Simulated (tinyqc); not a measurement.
Lattice vibrations of a chain, step by step. One step of it, computed by the program tinyqc.

Question. Dynamical matrix at q = 0.15. q is in units of 2 pi/a. A spring k from atom i to atom j, n cells on, adds k to Phi_ii and Phi_jj, -k exp(2 pi i q n) to Phi_ij and the conjugate to Phi_ji (for one atom a cell: 2k (1 - cos 2 pi q n)); D_ij = Phi_ij / sqrt(m_i m_j).

A chain moving along its axis:
```
atom                mass (u)  spring to the next atom (eV/angstrom^2)
1                  86.900000                                 2.100000
2                  42.900000                                 6.700000
3                  13.100000                                26.700000
second neighbours          -                                 2.700000
```

Give: D(q).

Answer.

D(q) (eV/(angstrom^2 u)):
$$\begin{pmatrix}
0.3936 & -0.0604+0.0358i & -0.5452+0.6402i \\
-0.0604-0.0358i & 0.3310 & -0.3496+0.0921i \\
-0.5452-0.6402i & -0.3496-0.0921i & 2.9618
\end{pmatrix}$$
